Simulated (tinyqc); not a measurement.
Inside a calculation: density of states of one tight-binding band of a chain. Values are carried at full precision from step to step, so a last printed digit may differ when a step is redone from the rounded ones.

E(k) = -2 t cos(2 pi k) - 2 t2 cos(4 pi k); k in fractions of the reciprocal vectors, mesh k_i = j/N with j = 0 .. N-1. Densities are per cell and per spin, so the band holds one state.

Inputs chosen for the exercise: t = 1.42 eV (nearest hopping); t2 = -0.22 eV (second hopping); N = 12 (mesh points along each axis); bins = 8 (bins of the histogram); E_lo = -2.413 eV (lower end of the histogram); E_hi = 3.317 eV (upper end); E = 2.52 eV (energy at which the density is wanted); sigma = 0.426 eV (Gaussian width).

## Energies on the mesh

Evaluate the band at all 12 points and collect equal values.

Distinct energies:

| E_k (eV) | points |
|---|---|
| -2.4000 | 1 |
| -2.2395 | 2 |
| -1.6400 | 2 |
| -0.4400 | 2 |
| 1.2000 | 2 |
| 2.6795 | 2 |
| 3.2800 | 1 |

The 12 points give 7 distinct energies between -2.4000 and 3.2800 eV; a dense mesh gives a band from -2.400 to 3.280 eV.

## Histogram

Count the points in equal bins from E_lo to E_hi; g = count/(all points x bin width).

Histogram:

| from (eV) | to (eV) | points | g (1/eV) |
|---|---|---|---|
| -2.4130 | -1.6967 | 3 | 0.3490 |
| -1.6967 | -0.9805 | 2 | 0.2327 |
| -0.9805 | -0.2642 | 2 | 0.2327 |
| -0.2642 | 0.4520 | 0 | 0.0000 |
| 0.4520 | 1.1683 | 0 | 0.0000 |
| 1.1683 | 1.8845 | 2 | 0.2327 |
| 1.8845 | 2.6008 | 0 | 0.0000 |
| 2.6008 | 3.3170 | 3 | 0.3490 |

Empty bins: 3 of 8; the fullest holds 3 points. Empty bins inside the band come from the coarse mesh, not from gaps.

## Gaussian broadening at one energy

Gaussian broadening: g(E) = mean over the mesh of exp(-(E - E_k)^2/(2 sigma^2))/(sigma sqrt(2 pi)), n(E) = mean of erfc((E_k - E)/(sigma sqrt 2))/2.

Sum over the distinct energies with their counts.

n(E) = 0.8119
g(E) = 0.1627 1/eV

## Sum over all linear segments

Each interval of the mesh is a segment with E linear in k: n = (E - e1)/(e2 - e1), g = 1/(e2 - e1) between its end values.

Average n and g over all pieces of the mesh. The reference uses the same method with N = 4000.

n(E) = 0.8154
g(E) = 0.1126 1/eV
reference n(E) = 0.811
reference g(E) = 0.132 1/eV

On this mesh the linear method errs by -0.020 1/eV in g and +0.004 in n; the Gaussian sum erred by +0.030 and +0.001.

## Checks

- States below the top of the band by the linear method against one: both 1.000000.

Run: tinyqc, `OMP_NUM_THREADS=1 python tinyqc.py 1680361 1680362 out.jsonl`; Intel(R) Xeon(R) Processor @ 2.30GHz, one thread, shared host; about 0.01 s of CPU time with all checks.
